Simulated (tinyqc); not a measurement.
# Composition from the perpendicular lattice constant

Problem. The layer is x parts of the first compound and 1 - x of the second, grown coherently on the third as substrate and barrier. Rows of the table: lattice constant a, average valence level Ea on an absolute scale, spin-orbit splitting so, gaps at Gamma, X and L, hydrostatic deformation potentials av and ac (Gamma), shear potential b, elastic constants, electron and heavy-hole (along z) masses. All are interpolated linearly in x; gaps get -C x (1 - x), taken wholly in the conduction band; real line-ups can differ from this model by 0.1 eV or more. In-plane strain e = (a_substrate - a)/a, e_z = -2 (c12/c11) e, volume change 2 e + e_z. X-ray diffraction gives a_z = a (1 + e_z) of the coherent layer. Find x, e and the relaxed Gamma gap.

Parameters, values chosen for the exercise:
```
symbol  value  unit                  meaning
CG        0.7    eV  bowing of the Gamma gap
CX          0    eV      bowing of the X gap
CL          0    eV      bowing of the L gap
```

Binary compounds, values chosen for the exercise:
```
	close to InAs	close to AlAs	close to InP
a (angstrom)	6.058	5.661	5.869
Ea (eV)	-6.67	-7.49	-7.04
so (eV)	0.383	0.279	0.108
EG (eV)	0.359	3.03	1.33
EX (eV)	1.37	2.19	2.16
EL (eV)	1.07	2.36	1.95
av (eV)	0.99	2.46	1.26
ac (eV)	-5.15	-5.71	-4.97
b (eV)	-1.81	-1.5	-1.72
c11 (GPa)	84.1	123	101
c12 (GPa)	45.6	52.9	56.6
me (m0)	0.0228	0.149	0.0802
mh (m0)	0.333	0.468	0.535
```

lattice constant along the growth direction = 5.96038593 angstrom

Solution. a_z changes steadily with x, about (1 + 2 c12/c11) times as fast as the relaxed lattice constant, so one composition matches.

x = 0.6400
e = -0.7790 %
relaxed Gamma gap = 1.159 eV

Program tinyqc, `OMP_NUM_THREADS=1 python tinyqc.py 2690121 2690122 out.jsonl`; Intel Xeon 2.30GHz, shared host, one thread, about 0.01 s.
